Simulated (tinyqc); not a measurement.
Composition and strain of an epitaxial Si(1-x)Ge(x) layer from Raman and X-ray peaks: one step, computed by the program tinyqc. Command: `OMP_NUM_THREADS=1 python tinyqc.py 3018140 3018141 out.jsonl epiraman walk`. One thread of a shared host (Intel(R) Xeon(R) Processor @ 2.30GHz), about 0.01 s of CPU time with the checks.

A (001) layer, biaxially strained in the plane. The Raman peaks follow empirical lines omega = w0 + c1 x + c3 x^3 + b eps (c3 for Si-Ge alone), with eps the in-plane strain.

Problem. Lattice constants and strain. Relaxed lattice constant a(x) = a_Si + (a_Ge - a_Si) x - B x (1 - x). In-plane constant a_par = a_sub + R (a(x) - a_sub); eps = a_par/a(x) - 1; eps_perp = -(2 C12/C11) eps with 2 C12/C11 linear in x; a_perp = a(x) (1 + eps_perp).

Inputs (values chosen for the exercise, modelled on silicon-germanium):

| quantity | value | unit |
|---|---|---|
| Ge fraction x | 0.9 | - |
| degree of relaxation R | 0.92 | - |
| lattice constant of Si | 5.431 | angstrom |
| lattice constant of Ge | 5.658 | angstrom |
| bowing B | 0.025 | angstrom |
| 2 C12/C11 of Si | 0.766 | - |
| 2 C12/C11 of Ge | 0.746 | - |

Substrate: germanium.

Give: relaxed constant a(x); substrate constant a_sub; a_par; in-plane strain eps; strain along the normal; a_perp.

Solution.

relaxed constant a(x) = 5.63305 angstrom

substrate constant a_sub = 5.658 angstrom

a_par = 5.635046 angstrom

in-plane strain eps = 0.3543 per mille

strain along the normal = -0.2650 per mille

a_perp = 5.632 angstrom

The layer is under tension in the plane and is shortened along the normal.
